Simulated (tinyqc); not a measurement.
p-n diode, drift-diffusion by the Gummel loop with Scharfetter-Gummel fluxes: two steps of the calculation.

Abrupt junction at x = 0, p side from -Lp, n side to Ln, ohmic contacts. psi is counted from the intrinsic level; n = ni exp((psi - phin)/Vt), p = ni exp((phip - psi)/Vt). Contacts: p side psi = V - Vt ln(Na/ni), p = Na, n = ni^2/Na; n side psi = Vt ln(Nd/ni), n = Nd, p = ni^2/Nd. Constant mobilities, D = mu Vt, Boltzmann statistics, SRH recombination through a mid-gap level, U = (n p - ni^2)/(tp (n + ni) + tn (p + ni)). Current is positive from the p contact to the n contact.

Parameters, values chosen for the exercise; band and dielectric values those of a made-up semiconductor:
- T = 275 K (temperature)
- Na = 9e15 cm^-3 (acceptor density of the p side)
- Nd = 1.2e17 cm^-3 (donor density of the n side)
- mun = 7200 cm^2/(V s) (electron mobility)
- mup = 250 cm^2/(V s) (hole mobility)
- tn = 4e-7 s (SRH lifetime of electrons)
- tp = 2e-7 s (SRH lifetime of holes)
- G = 0 cm^-3 s^-1 (uniform generation rate)

Constants: q = 1.602176634e-19 C, kB = 1.380649e-23 J/K, Vt = kB T/q. Results are converted to the units shown.

Task 1. Electron continuity. With psi and p held, F_i = (mun Vt/h_i) [n_(i+1) B(d_i) - n_i B(-d_i)], d_i = (psi_(i+1) - psi_i)/Vt, B(d) = d/(exp(d) - 1); solve F_i - F_(i-1) = w_i [(n_i p_i - ni^2)/den_i - G] for the new n, with den = tp (n + ni) + tn (p + ni) taken at the old n and p, h_i = x_(i+1) - x_i, w_i = (h_(i-1) + h_i)/2; phin = psi - Vt ln(n/ni).

```
node  x (nm)      psi (V)  n after Poisson (cm^-3)  p after Poisson (cm^-3)
0      -1400  -0.13513578             1.6163545e-9                     9e15
1       -844  -0.13511306                12.742207             8.9913760e15
2       -498  -0.13349687                13.641551             8.3986033e15
3       -284  -0.08959789                86.971495             1.3173279e15
4       -150   0.15113799              2.2449923e6             5.1033574e10
5      -67.5   0.39503639             6.6223261e10              1.7300564e6
6        -16   0.58425781             1.9443321e14                589.25106
7         16   0.71645572             5.1462513e16                2.2262803
8       77.5   0.73593710             1.1708893e17               0.97848686
9        196   0.73651441             1.1997641e17               0.95493754
10       423   0.73651905             1.1999995e17               0.95475023
11       860   0.73651906             1.2000000e17               0.95474982
12      1700   0.73651906                   1.2e17            1.2122659e-10
```

ni = 3814.0779 cm^-3

Give: new n; phin after round 1.

Result 1.

```
node  new n (cm^-3)  phin after round 1 (V)
0          1.616e-9                  0.5400
1             7.206                  0.0135
2             12.35                  0.0024
3             86.80                  0.0000
4           2.245e6                  0.0000
5          6.622e10                  0.0000
6          1.944e14                  0.0000
7          5.146e16                  0.0000
8          1.171e17                  0.0000
9          1.200e17                  0.0000
10         1.200e17                  0.0000
11         1.200e17                  0.0000
12         1.200e17                  0.0000
```

Task 2. Recombination and current. U_i as defined. J = Jn at the p contact + Jp at the n contact + q sum w_i U_i - q G sum w_i over the inner nodes, which avoids differences of large majority fluxes: Jn = (q mun Vt/h_0)[n_1 B(d_0) - n_0 B(-d_0)], Jp = (q mup Vt/h_last)[p_(N-1) B(d_last) - p_N B(-d_last)], d_i = (psi_(i+1) - psi_i)/Vt, B(d) = d/(exp(d) - 1), w_i = (h_(i-1) + h_i)/2.

```
node  x (nm)  converged psi (V)  converged n (cm^-3)  converged p (cm^-3)
0      -1400        -0.13513578         1.6163545e-9                 9e15
1       -844        -0.13511306            7.2057715         8.9913760e15
2       -498        -0.13349687            12.352915         8.3986033e15
3       -284        -0.08959789            86.800574         1.3173279e15
4       -150         0.15113799          2.2449919e6         5.1033574e10
5      -67.5         0.39503639         6.6223261e10          1.7300486e6
6        -16         0.58425781         1.9443321e14            589.24332
7         16         0.71645572         5.1462513e16            2.2229410
8       77.5         0.73593710         1.1708893e17           0.95276924
9        196         0.73651441         1.1997641e17           0.86221779
10       423         0.73651905         1.1999995e17           0.73122686
11       860         0.73651906         1.2000000e17           0.48025087
12      1700         0.73651906               1.2e17        1.2122659e-10
```

ni = 3814.0779 cm^-3

Wanted: U; Jn at the p contact; Jp at the n contact; recombination; generation; J.

Result 2.

U, node 0 to 12 (cm^-3 s^-1): 0  1.8014e7  3.0882e7  2.1700e8  5.6124e12  8.6498e12  2.9462e9  1.1115e7  4.7638e6  4.3111e6  3.6561e6  2.4013e6  0
Jn at the p contact = 3.5412e-12 A/cm^2
Jp at the n contact = 5.4268e-15 A/cm^2
recombination = 1.9022e-11 A/cm^2
generation = 0 A/cm^2
J = 2.2569e-11 A/cm^2

Program tinyqc, `OMP_NUM_THREADS=1 python tinyqc.py 2240073 2240074 out.jsonl`; Intel Xeon 2.30GHz, shared host, one thread, about 0.1 s.
